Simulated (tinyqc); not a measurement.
Inside a calculation. Model: harmonic transition-state theory with quantum, tunnelling and friction corrections. Computed by tinyqc, a small Python program that keeps every step. Command: `OMP_NUM_THREADS=1 python tinyqc.py 3023894 3023895 out.jsonl rates walk`. One thread of a shared host (Intel(R) Xeon(R) Processor @ 2.30GHz), about 0.08 s of CPU time with the checks. Intermediate numbers are printed to about 6 digits and carried at full precision; extremes and crossings named in words are read from the listed rows.

One atom hops between equivalent sites; three modes at the minimum and two real modes at the saddle are treated as harmonic, the rest of the crystal as unchanged; melting is ignored, so hot rows may lie above the melting point.

Inputs (values chosen for the exercise, modelled on interstitial oxygen in silicon): barrier E_b = 2.44 eV; imaginary frequency at the saddle nu_b = 12.7 THz; temperature T = 1230 K; jump length d = 1.9 angstrom; number of jump directions z = 6; mass ratio of the heavier isotope = 1.125.

Lattice of sites: three-dimensional. Correction studied: isotope.

frequencies at the minimum (THz): [15.4, 16.8, 25.2]

real frequencies at the saddle (THz): [18.5, 19.5]

Constants: k_B = 8.617333262e-05 eV/K; h x 1 THz = 4.135667696 meV.

## Classical rate and diffusivity

Vineyard: nu* = product of minimum frequencies / product of real saddle frequencies; k_cl = nu* exp(-E_b/(k_B T)). Activation entropy S = k_B ln(nu* h/(k_B T)); for uncorrelated jumps D = z k d^2/6 and D0 = z nu* d^2/6; 1 angstrom^2 = 1e-16 cm^2.

prefactor nu* = 18.0727 THz

classical rate k_cl = 1817.25 1/s

activation entropy in the Eyring form = -0.349321 k_B

classical diffusivity D = 6.56028e-13 cm^2/s

prefactor D0 = 0.00652426 cm^2/s

## Quantum harmonic rate

Quantum harmonic: k_q = (k_B T/h) [prod 2 sinh(x_i/2) (minimum) / prod 2 sinh(x_j/2) (saddle)] exp(-E_b/(k_B T)), x = h nu/(k_B T). Zero-point correction to the barrier = (h/2)(sum of saddle frequencies - sum of minimum frequencies).

x at the minimum: [0.600881, 0.655506, 0.983260]

x at the saddle: [0.721837, 0.760856]

zero-point correction = -40.1160 meV

quantum harmonic rate k_q = 1867.32 1/s

ratio k_q/k_cl = 1.02755

To second order in x the ratio is 1 + (sum x_i^2 - sum x_j^2)/24 = 1.0274.

## Tunnelling factors

With u = h nu_b/(k_B T): Wigner factor 1 + u^2/24; parabolic barrier (Bell) (u/2)/sin(u/2), valid above T_c = h nu_b/(2 pi k_B); symmetric Eckart barrier: kappa = int_0^infinity P(E) exp(-(E - E_b)/(k_B T)) dE/(k_B T), P = (cosh 2a - 1)/(cosh 2a + cosh 2d), a = alpha sqrt(E/E_b), alpha = 2 pi E_b/(h nu_b), 2d = 2 sqrt(alpha^2 - pi^2/4).

u = 0.495532

crossover temperature T_c = 97.0056 K

Wigner factor = 1.01023

Bell factor = 1.01031

Eckart factor = 1.01075

T/T_c = 12.68: tunnelling is a small correction.

## Isotope effect over temperature

All frequencies of the heavier isotope are divided by sqrt(mass ratio); each column is light over heavy.

Rate ratios:
```
T (K)  classical  quantum harmonic  with Eckart tunnelling
490      1.06066           1.07946                 1.08752
620      1.06066           1.07273                 1.07771
800      1.06066           1.06806                 1.07103
980      1.06066           1.06564                 1.06762
1200     1.06066           1.06400                 1.06533
1800     1.06066           1.06216                 1.06276
2500     1.06066           1.06144                 1.06176
3700     1.06066           1.06102                 1.06117
```

The classical ratio is sqrt(mass ratio) = 1.0607 at any T. The quantum ratio is 1.0795 in the coldest row, above it, as the minimum holds more zero-point energy than the saddle; tunnelling multiplies it by a further 1.007. In the hottest row the full ratio is 1.0612.

Checks made by the program: quantum rate against the classical one at very high temperature (relative difference 4e-08).
